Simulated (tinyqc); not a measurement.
Worked calculation: tight binding, honeycomb lattice. Computed by tinyqc, a small Python program that keeps every step. Settings: t1 = 2.21, t2 = 0, phi = 1.57, delta = 0, points = 5. Command: `OMP_NUM_THREADS=1 python tinyqc.py 26577 26578 out.jsonl` (the two numbers bound the seeds that draw the settings). One thread of a shared host (Intel(R) Xeon(R) Processor @ 2.60GHz), about 0.01 s of CPU time with the checks.

## Bloch Hamiltonian at k

Parameters chosen for this model:
```
parameter     value                        unit
t1         2.210000                 eV, nearest
t2                0       eV, second neighbours
phi        1.570000  rad, phase of t2 (Haldane)
delta             0          eV, +/- on A and B
```

k point k (fractions of the reciprocal vectors): -0.020000  -0.310000

H_AB = -t1 (1 + exp(-i k.a1) + exp(-i k.a2)); H_AA = delta - 2 t2 sum cos(k.b + phi), H_BB = -delta - 2 t2 sum cos(k.b - phi), b = a1, a2 - a1, -a2.

H(k) at k (eV):
```
                     A                    B
A             0.000000  -3.589018-2.331792i
B  -3.589018+2.331792i             0.000000
```

## Levels at k

Diagonalise the Hermitian matrix.

eigenvalues (eV): -4.279989  4.279989

weights |c|^2 of the basis functions:
```
     band 1    band 2
A  0.500000  0.500000
B  0.500000  0.500000
```

## Bloch Hamiltonian at K

k point K (fractions of the reciprocal vectors): 0.333333  0.666667

As before.

H(k) at K (eV):
```
          A         B
A  0.000000  0.000000
B  0.000000  0.000000
```

## Levels at K

As before.

eigenvalues (eV): 0.000000  0.000000

## Bands along a path

The same steps at evenly spaced points between the labelled ones.

Bands along the path (eV):
```
k             band 1    band 2
G          -6.630000  6.630000
G-K 0.33   -5.595916  5.595916
G-K 0.67   -2.977525  2.977525
K                  0         0
K-M 0.33   -1.175916  1.175916
K-M 0.67   -1.943441  1.943441
M          -2.210000  2.210000
M-K' 0.33  -1.943441  1.943441
M-K' 0.67  -1.175916  1.175916
K'                 0         0
```

With 1 band(s) filled, the highest filled level on these points lies at K and the lowest empty one at K: the bands touch or overlap, so there is no gap.
